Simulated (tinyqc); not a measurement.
From results back to parameters: k.p values derived from sp3s* tight binding at Gamma. Two cases, with inputs chosen for the exercise.

Problem. The electron mass obeys m0/m = A + Ep/EG, where A gathers the direct term and the higher bands, and Ep = P^2/c with c = hbar^2/2m0, P = (a/4)(sa pc Vsapc + sc pa Vscpa). The mass comes from a hidden Vscpa (s cation, p anion); sa, sc are the anion and cation parts of S+, the upper s level at Gamma, and pa, pc those of P-, the lower p level (P+ is the upper one).

Constants: hbar^2/2m0 = 3.80998211 eV angstrom^2.

Find: Ep; Vscpa.

Method. Ep = (m0/m - A) EG gives |P|; both terms of P have the sign of sc pa, and the linear relation gives Vscpa. A is held fixed, though its part from P+ also depends on Vscpa.

Case 1.

Values chosen (out of a larger set: near a published set for GaP, fitted to gaps, whose masses and valley positions are rough; not measured data): a = 5.451 angstrom (lattice constant); Vsapc = 4.267 eV (s anion, p cation).

m = 0.2695814 m0
A = -1.72988
EG = 2.938781 eV

sa, sc, pa, pc: 0.563484  -0.826127  0.884489  -0.466560

Solution.

Ep = 15.99 eV
Vscpa = 6.30 eV

Case 2.

Values chosen (out of a larger set: near a published set for GaAs, fitted to gaps, whose masses and valley positions are rough; not measured data): a = 5.657 angstrom (lattice constant); Vsapc = 4.539 eV (s anion, p cation).

m = 0.1247536 m0
A = -1.56095
EG = 1.612024 eV

sa, sc, pa, pc: 0.545674  -0.837997  0.881330  -0.472500

Solution.

Ep = 15.44 eV
Vscpa = 5.76 eV

Computed by tinyqc, one run a case: `OMP_NUM_THREADS=1 python tinyqc.py N N+1 out.jsonl` with N = 1452214, 1452245; one thread of a shared Intel(R) Xeon(R) Processor @ 2.30GHz, about 0.01 s a run at most.
